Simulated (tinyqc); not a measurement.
p-type polysilicon, carrier trapping at grain boundaries: one step of the calculation.

One-dimensional grains of size Lg, uniform ionised doping N, monovalent traps Qt at each boundary at a depth Et below (for electrons) or above (for holes) the band edge there, abrupt depletion of width W on each side of a boundary, Boltzmann statistics. xi is the distance from the band edge at the grain centre to the Fermi level. Trapped charge Qt/(1 + exp((xi + VB - Et)/Vt)) = 2 N W, barrier VB = q N W^2/(2 eps0 eps_r).

Task. Resistivity and effective mobility. n0 = NB exp(-xi/Vt); mean density n0 (1 - 2 W/Lg) by charge balance in a partly depleted grain, and n0 (sqrt(pi)/2) erf(u)/u with u = sqrt(VB/Vt) in a fully depleted one; v = sqrt(kB T/(2 pi ms m0)); barrier resistivity Vt exp(VB/Vt)/(q fe n0 v Lg); grain resistivity (1 - 2 W/Lg)/(q n0 mug); effective mobility 1/(q mean density total resistivity).

Inputs (values chosen for the exercise); values of the order met in polycrystalline silicon: temperature T = 400 K; valence-band density of states at T NB = 4.08e19 cm^-3; grain size Lg = 19 nm; mass for thermionic emission ms = 0.36 m0; correction factor of the emission rate fe = 0.12; mobility inside the grains mug = 230 cm^2/(V s).

Constants: q = 1.602176634e-19 C, kB = 1.380649e-23 J/K, m0 = 9.1093837015e-31 kg, Vt = kB T/q. Results are converted to the units shown.

W = 9.5 nm
xi = 0.30140501 V
VB = 0.023728590 V

Find: n0; mean density; v; barrier resistivity; grain resistivity; resistivity; effective mobility.

Result.

n0 = 6.5032e15 cm^-3
mean density = 5.2746e15 cm^-3
v = 5.1771e6 cm/s
barrier resistivity = 55.788 ohm cm
grain resistivity = 0.0000 ohm cm
resistivity = 55.788 ohm cm
effective mobility = 21.211 cm^2/(V s)

The resistivity is 699 times that of a single crystal with the same N and mobility mug, and the mean density is 1.55 % of N.

Computed by the program tinyqc: `OMP_NUM_THREADS=1 python tinyqc.py 2830253 2830254 out.jsonl`, one thread of a shared Intel Xeon 2.30GHz, about 0.01 s for the whole run.
